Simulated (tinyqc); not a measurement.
Gain spectrum: optical gain and spontaneous emission in a bulk direct-gap semiconductor.

Parabolic bands, vertical transitions, no excitons. For each hole band j: mr = me mj/(me + mj); joint density of states J_j(E) = (mr/c)^(3/2) sqrt(E - Eg)/(2 pi^2), both spins, c = hbar^2/2m0; averaged matrix element |e.p|^2 = m0 Ep/6; alpha_j(E) = 4 pi^2 alpha_f c Ep J_j/(3 nr E) in 1/angstrom (alpha_f the fine-structure constant, listed as alpha among the constants), times 1e8 for 1/cm.

F_j(eta) = (1/Gamma(j + 1)) integral_0^infinity x^j dx/(1 + exp(x - eta)), which tends to exp(eta) for eta << 0.

Quasi-Fermi levels: n = Nc F_1/2(Fc/kT) and p = Nv F_1/2(Fv/kT), Fc counted up from the conduction edge and Fv down from the valence edge; Nc, Nv from N = 2 (m kB T/(4 pi c))^(3/2) with c = hbar^2/2m0, in 1/angstrom^3; times 1e24 for 1/cm^3, with me and (mhh^(3/2) + mlh^(3/2))^(2/3).

For band j the electron sits at Ee = (E - Eg) mr/me above its edge and the hole at Eh = (E - Eg) mr/mj; fe = 1/(1 + exp((Ee - Fc)/kT)), fh = 1/(1 + exp((Eh - Fv)/kT)); gain g = sum_j alpha_j (fe + fh - 1).

Constants: hbar^2/2m0 = 3.80998211 eV angstrom^2; fine-structure constant alpha = 0.007297352564; kB = 8.617333262e-05 eV/K.

Parameters, chosen for this exercise (near those of GaN; not measured data): Eg = 3.509 eV (direct gap); me = 0.1958 m0 (electron mass); mhh = 1.46 m0 (heavy-hole mass); mlh = 0.3069 m0 (light-hole mass); Ep = 16.5 eV (Kane energy); nr = 2.59 (refractive index); T = 350 K; n = 2.4e+19 1/cm^3 (injected density, n = p).

At the density n.

Spectrum:
```
E - Eg (eV)  alpha, empty (1/cm)  fe, heavy  fh, heavy  g (1/cm)
0.005                       3612      0.992      0.306      1066
0.010                       5102      0.991      0.302      1461
0.020                       7194      0.988      0.294      1937
0.030                       8786      0.984      0.286      2214
0.045                      10715      0.975      0.274      2413
0.060                      12321      0.961      0.263      2421
0.080                      14148      0.933      0.248      2157
0.100                      15730      0.885      0.233      1528
0.130                      17787      0.762      0.213      -349
0.170                      20120      0.499      0.188     -4961
0.220                      22581      0.188      0.160    -12231
```

Fc + Fv = 0.1257 eV

g is positive below E - Eg = 0.1257 eV; the largest value listed is 2421 1/cm at 0.060 eV. At 0.220 eV above the gap g is -0.54 times the absorption of the empty crystal, whose limit is -1.

(tinyqc, `OMP_NUM_THREADS=1 python tinyqc.py 1650498 1650499 out.jsonl`, Intel(R) Xeon(R) Processor @ 2.30GHz, 1 thread, shared host, about 0.09 s.)
